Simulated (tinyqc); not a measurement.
Inside a calculation: Slater-Koster d bands of a bcc metal. Values are carried at full precision from step to step, so a last printed digit may differ when a step is redone from the rounded ones.

Slater-Koster d bands. For a bond with direction cosines (l, m, n) the 5 x 5 block is dds Ps + ddp Pp + ddd (1 - Ps - Pp), the projectors on sigma, pi and delta states about the bond; for instance <xy|xy> = 3 l^2 m^2 dds + (l^2 + m^2 - 4 l^2 m^2) ddp + (n^2 + l^2 m^2) ddd, <xy|yz> = 3 l m^2 n dds + l n (1 - 4 m^2) ddp + l n (m^2 - 1) ddd and <3z2-r2|3z2-r2> = (n^2 - (l^2 + m^2)/2)^2 dds + 3 n^2 (l^2 + m^2) ddp + (3/4)(l^2 + m^2)^2 ddd. H(k) sums the blocks times cos(k.R) over the neighbours; the d level is the zero of energy; k in 2 pi/a.

Values chosen for the exercise (of the size met in Mo; shifted at random, so the results belong to these values and not to a real crystal): dds = -1.252 eV (dd sigma); ddp = 0.601 eV (dd pi); ddd = -0.113 eV (dd delta); f2 = 0.487 (factor on all three integrals for second neighbours); Es = 4.1 eV (s level); sss = -0.89 eV (ss sigma); sds = -0.62 eV (sd sigma); k = (0.12, 0.31, 0.3) 2 pi/a (wave vector); Nd = 5 (d electrons per atom).

## The block of one bond

Direction (1,1,1)/sqrt3; its eigenvalues must be dds once, ddp twice and ddd twice.

block (eV), lower triangle:
```
             xy       yz       zx   x2-y2  3z2-r2
xy      -0.3340
yz      -0.4590  -0.3340
zx      -0.4590  -0.4590  -0.3340
x2-y2         0  -0.2380   0.2380  0.3630
3z2-r2  -0.2748   0.1374   0.1374       0  0.3630
```

## Levels at Gamma

Neighbours: eight at (a/2)(1,1,1) and equivalents, and six at a(1,0,0) and equivalents with the integrals times f2.

Summing the blocks at k = 0 gives E(t2g) = (8/3) dds + (16/9) ddp + (32/9) ddd + f2 (4 ddp + 2 ddd), E(eg) = (16/3) ddp + (8/3) ddd + f2 (3 dds + 3 ddd).

levels (eV): t2g (threefold) -1.6113, eg (twofold) 0.9097

The t2g level lies lower, by 2.5210 eV.

## The Hamiltonian at one k

An s orbital at Es couples to nearest neighbours alone: <s|s> = sss, <s|xy> = sqrt3 l m sds (cyclic), <s|x2-y2> = (sqrt3/2)(l^2 - m^2) sds, <s|3z2-r2> = (n^2 - (l^2 + m^2)/2) sds.

Sum over the neighbours.

H(k) (eV), lower triangle:
```
             s       xy       yz       zx   x2-y2  3z2-r2
s       1.9129
xy      0.5125  -0.5756
yz      1.7816   0.6147  -1.2974
zx      0.4794   2.2845   0.6571  -0.5344
x2-y2        0        0   1.1845  -0.3187  0.5861
3z2-r2       0   0.3935  -0.6839  -0.1840  0.5270  1.1291
```

## Levels and character

Diagonalise H; t2g is xy, yz, zx and eg the other two.

levels (eV): -2.8937  -2.7311  0.5941  1.3452  1.5005  3.4056

weights:
```
     band 1  band 2  band 3  band 4  band 5  band 6
s     0.003   0.090   0.238   0.124   0.000   0.545
t2g   0.983   0.752   0.146   0.672   0.011   0.436
eg    0.014   0.159   0.615   0.204   0.988   0.019
```

## Levels at points of symmetry

Coordinates: G (0, 0, 0), H (1, 0, 0), N (0.5, 0.5, 0), P (0.5, 0.5, 0.5); the others lie half way.

Levels (eV):

| k | band 1 | band 2 | band 3 | band 4 | band 5 | band 6 |
|---|---|---|---|---|---|---|
| G | -3.020 | -1.611 | -1.611 | -1.611 | 0.910 | 0.910 |
| G-H 0.5 | -1.774 | -0.110 | -0.110 | 0.445 | 1.281 | 4.100 |
| H | -4.898 | -4.898 | 3.733 | 3.733 | 3.733 | 11.220 |
| N | -3.774 | -3.562 | 0.669 | 1.774 | 3.782 | 5.480 |
| P | -1.061 | -1.061 | -1.061 | 1.994 | 1.994 | 4.100 |
| P-G 0.5 | -2.500 | -2.500 | -0.137 | 1.284 | 1.284 | 3.371 |
| G-N 0.5 | -2.587 | -2.545 | 0.335 | 1.085 | 1.342 | 1.537 |

On these points the bands run from -4.898 (H) to 11.220 eV (H).

## Second moment and the rectangular band

mu2 = z (dds^2 + 2 ddp^2 + 2 ddd^2)/5 per orbital, with z = 8 + 6 f2^2. A rectangular band with the same mu2 has width W = sqrt(12 mu2), Fermi level W (Nd/10 - 1/2) and bond energy -W Nd (10 - Nd)/20 (Friedel).

mu2 = 4.3637 eV^2
W = 7.2363 eV
Fermi level = 0.0000 eV
bond energy per atom = -9.0454 eV

The bond energy is the attractive part alone; the repulsion between atoms, left out, cancels a large share of it in the cohesive energy.

## Checks

- Levels at Gamma from the formulas against H(0): they agree to 1e-10 or better.
- Second moment from the formula against the mean square level on the mesh: both 4.36369.

Run: tinyqc, `OMP_NUM_THREADS=1 python tinyqc.py 1452378 1452379 out.jsonl`; Intel(R) Xeon(R) Processor @ 2.30GHz, one thread, shared host; about 0.05 s of CPU time with all checks.
